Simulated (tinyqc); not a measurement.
Thermionic-field emission through a Schottky barrier, WKB: two steps of the calculation.

Metal on an n-type semiconductor with one parabolic valley; V > 0 is forward bias (metal positive). Energies E are counted from the conduction edge of the neutral semiconductor, whose Fermi level lies at -xi; that of the metal lies at -xi - V. The barrier is a parabola of height Vd = phi - xi - V (depletion approximation, no image force).

Parameters, values chosen for the exercise; band and dielectric values close to those of gallium nitride:

| symbol | value | unit | meaning |
|---|---|---|---|
| T | 200 | K | temperature |
| me | 0.201 | m0 | electron mass |
| eps_r | 9.64 |  | relative permittivity |
| phi | 0.82 | eV | barrier height seen from the metal |
| Nd | 1e18 | cm^-3 | donor density |
| V | 0.24 | V | bias |
| nE | 11 |  | points of the energy grid |
| Eb | 0.68 | eV | upper end of the energy grid |

Constants: q = 1.602176634e-19 C, kB = 1.380649e-23 J/K, hbar = 1.054571817e-34 J s, h = 6.62607015e-34 J s, m0 = 9.1093837015e-31 kg, Vt = kB T/q, eps0 = 8.8541878128e-14 F/cm where lengths are in cm. Results are converted to the units shown.

Problem 1. Fermi level, barrier and E00. Nc = 2 (2 pi me m0 kB T/h^2)^1.5 (times 1e-6 for cm^-3); Nd = Nc F12(-xi/Vt), F12(x) = (2/sqrt(pi)) int_0^infinity sqrt(u)/(1 + exp(u - x)) du; E00 = (hbar/2) sqrt(Nd/(me m0 eps0 eps_r)) in SI units (volts). W = sqrt(2 eps0 eps_r Vd/(q Nd)).

Find: Nc; xi; Vd; W; E00; E00/Vt.

Solution 1.

Nc = 1.2309e18 cm^-3
xi = -0.0013146 eV
Vd = 0.58131 V
W = 24.887 nm
E00 = 13.338 meV
E00/Vt = 0.77391

By a common rule of thumb, E00/Vt below 0.5 marks thermionic emission, 0.5 to 5 thermionic-field emission and above 5 field emission. By that rule alone: thermionic-field emission; with a high barrier, tunnelling near its top can carry most of the current even below 0.5.

Problem 2. Current density on a coarse grid. For E < Vd, ln T(E) = -(Vd/E00) [sqrt(1 - y) - y ln((1 + sqrt(1 - y))/sqrt(y))], y = E/Vd; T(E) = 1 above. J = A* T (q/kB) int_0^infinity T(E) N(E) dE, N = ln[(1 + exp((-xi - E)/Vt))/(1 + exp((-xi - V - E)/Vt))], A* = 4 pi q me m0 kB^2/h^3 (times 1e-4 for A/(cm^2 K^2)). Simpson's rule on nE equally spaced points from 0 to Eb.

xi = -0.0013146182 eV
Vd = 0.58131462 V
E00 = 13.338001 meV

Give: E; T(E); N; T(E) N; J.

Solution 2.

| point | E (eV) | T(E) | N | T(E) N |
|---|---|---|---|---|
| 0 | 0.0000 | 1.180e-19 | 0.7320 | 8.640e-20 |
| 1 | 0.0680 | 1.137e-14 | 0.02066 | 2.350e-16 |
| 2 | 0.1360 | 2.716e-11 | 4.036e-4 | 1.096e-14 |
| 3 | 0.2040 | 1.424e-8 | 7.808e-6 | 1.112e-13 |
| 4 | 0.2720 | 2.558e-6 | 1.510e-7 | 3.862e-13 |
| 5 | 0.3400 | 1.902e-4 | 2.921e-9 | 5.555e-13 |
| 6 | 0.4080 | 0.006374 | 5.649e-11 | 3.601e-13 |
| 7 | 0.4760 | 0.09742 | 1.093e-12 | 1.064e-13 |
| 8 | 0.5440 | 0.6195 | 2.113e-14 | 1.309e-14 |
| 9 | 0.6120 | 1.000 | 4.087e-16 | 4.087e-16 |
| 10 | 0.6800 | 1.000 | 7.905e-18 | 7.905e-18 |

J = 5.891e-6 A/cm^2

The integrand peaks at E = 0.340 eV among these points, 0.58 of the barrier height.

Range of the model: The depletion approximation, a parabolic band and the neglect of image-force lowering make these currents estimates at high doping.

Computed by the program tinyqc: `OMP_NUM_THREADS=1 python tinyqc.py 2640046 2640047 out.jsonl`, one thread of a shared Intel Xeon 2.30GHz, about 0.04 s for the whole run.
